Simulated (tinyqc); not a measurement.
Hubbard chain of 2 sites, step by step. One step of it, computed by the program tinyqc.

Question. Mean-field iteration 3. H(up) = T + U n(down), H(down) = T + U n(up); fill the lowest levels; n(new) = n + mixing (n(out) - n); E = tr T (rho up + rho down) + U sum n_up n_down of the output.

one-body matrix (hopping and site energies) (eV), order 1, 2:
```
[[0.060000, -1.120000],
 [-1.120000, 0.420000]]
```

U = 9.500000 eV

electrons, up and down: [1, 1]

mixing = 0.200000

n(up) after iteration 2: [0.861838, 0.138162]

n(down) after iteration 2: [0.140578, 0.859422]

Give: levels, up; levels, down; energy; n(up) after iteration 3; n(down) after iteration 3.

Answer.

levels, up (eV): [1.225, 8.755]

levels, down (eV): [1.545, 8.435]

energy = 0.242 eV

n(up) after iteration 3: [0.885, 0.115]

n(down) after iteration 3: [0.118, 0.882]
